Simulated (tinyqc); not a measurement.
Worked calculation: propagation of a band-gap error through k.p and effective-mass formulas. Values are carried at full precision from step to step, so a last printed digit may differ when a step is redone from the rounded ones.

Chain, for a gap E (the reference Eg or another value), with Ep and Dso kept: 1/me = 1 + Ep (E + 2 Dso/3)/(E (E + Dso)); g* = 2 - 2 Ep Dso/(3 E (E + Dso)); g1(E) = g1 + (Ep/3)(1/E - 1/Eg), g2(E) = g2 + (Ep/6)(1/E - 1/Eg), light hole 1/(g1 + 2 g2), heavy hole 1/(g1 - 2 g2) along [100]; optical constant ei(E) = 1 + (ei - 1)(EP/(EP + E - Eg))^2, static e0(E) = ei(E) + e0 - ei.

Constants: Ry = 13.60569312 eV; a0 (Bohr radius) = 0.5291772105 angstrom; kB = 8.617333262e-05 eV/K; hbar^2/2m0 = 3.80998211 eV angstrom^2.

Parameters, chosen for this exercise (reference values near those of InP, gap at low temperature; shifted at random, so the results belong to these values and not to a real crystal):
- Eg = 1.418 eV (gap at Gamma to the s-like level)
- Dso = 0.106 eV (spin-orbit splitting)
- Ep = 20.6 eV (Kane energy)
- g1 = 5.1 (Luttinger gamma1)
- g2 = 1.61 (gamma2)
- e0 = 12.55 (static dielectric constant)
- ei = 9.7 (optical dielectric constant)
- EP = 5.27 eV (mean (Penn) gap)
- Eg2 = 3.403 eV (a wrong gap, of the size a hybrid with far too much exact exchange can give)
- mh = 0.64 m0 (density-of-states mass of the holes)
- T = 300 K (temperature)
- k = 0.049 1/angstrom (wave vector)

## Masses, g factor and screening for both gaps

Evaluate the chain at Eg and at Eg2.

Band values at the two gaps:
```
quantity      at Eg  at Eg2  ratio
me          0.06583  0.1430  2.172
g*            1.326   1.878      -
g1            5.100   2.275  0.446
g2            1.610  0.1977  0.123
light hole   0.1202  0.3744  3.115
heavy hole   0.5319  0.5319  1.000
ei            9.700   5.591  0.576
e0            12.55   8.441  0.673
```

The gap is off by a factor of 2.40; the electron mass follows with 2.17 and the light hole with 3.12, while the heavy hole, which does not couple to the conduction level, keeps its value. The optical constant changes less, by -42 %, as it answers to the mean gap, which shifts by the same +1.99 eV on a base of 5.27 eV. g* moves by +0.55; remote bands, left out here, shift it by tenths or, where it is large, by some per cent.

## Binding energies and densities for both gaps

Donor: R = Ry me/e0^2, a_B = a0 e0/me, Mott density (0.26/a_B)^3. Nc, Nv = 2 (m kT/(4 pi c))^(3/2), c = hbar^2/2m0, ni = sqrt(Nc Nv) exp(-E/2kT). Exciton: Ry mu/e0^2 with 1/mu = 1/me + g1(E). 1 angstrom^-3 = 1e24 cm^-3.

Use the values of the table.

Results:
```
quantity                  at Eg     at Eg2     ratio
R (meV)                   5.687      27.31      4.80
a_B (angstrom)            100.9      31.23     0.310
Mott density (cm^-3)  1.712e+16  5.769e+17      33.7
Nc (cm^-3)            4.238e+17  1.357e+18      3.20
ni (cm^-3)            2.866e+06  1.088e-10  3.80e-17
exciton (meV)             4.257      20.61      4.84
```

Power laws carry the error on: the donor energy (me/e0^2) by a factor of 4.80, the Mott density (cube of me/e0) by 33.7. ni, with its exponential, changes by a factor of 3.80e-17, that is 16.4 decades.

## A scissor shift and what it does not mend

A rigid shift D = Eg - Eg2 of the conduction band restores the gap but leaves the curvature, so the mass stays me(Eg2); redoing the sum 1/m = 1 + Ep (E + 2 Dso/3)/(E (E + Dso)) with E = Eg and the same Ep gives another mass. For optics, eps2 at the edge goes as |p|^2/E^2: a rigid shift keeps the dipole elements p/E, while shifting the energies under unchanged p scales eps2 by (Eg2/Eg)^2.

shift D = -1.985 eV
mass under a rigid shift = 0.1430 m0
mass from the sum with the corrected gap = 0.0658 m0
factor on eps2 if p is left unscaled = 5.759

The rigid shift leaves the mass off by a factor of 2.17. The mass from the corrected gap is the reference me(Eg) here, because the exercise keeps Ep fixed; a real correction of the gap depends on k and changes Ep as well.

## Far from the edge the relative error shrinks

Two-level dispersion E(k) = sqrt(E^2/4 + Ep c k^2) - E/2 at k/4, k, 4k for both gaps, c = hbar^2/2m0.

Energies above the edge:
```
k (1/angstrom)  at Eg (eV)  at Eg2 (eV)  ratio
0.01225             0.0083       0.0035  0.419
0.04900             0.1223       0.0545  0.446
0.19600             1.1666       0.7296  0.625
```

The ratio tends to Eg/Eg2 = 0.42 at k = 0 and goes from 0.419 to 0.625: at large k both curves approach the same slope sqrt(Ep c), while their distance in eV grows towards |Eg - Eg2|/2.

## Checks

- Chain at E = Eg against the inputs g1, g2, ei, e0: they agree to 1e-10 or better.

(tinyqc, `OMP_NUM_THREADS=1 python tinyqc.py 1850865 1850866 out.jsonl`, Intel(R) Xeon(R) Processor @ 2.30GHz, 1 thread, shared host, about 0.01 s.)
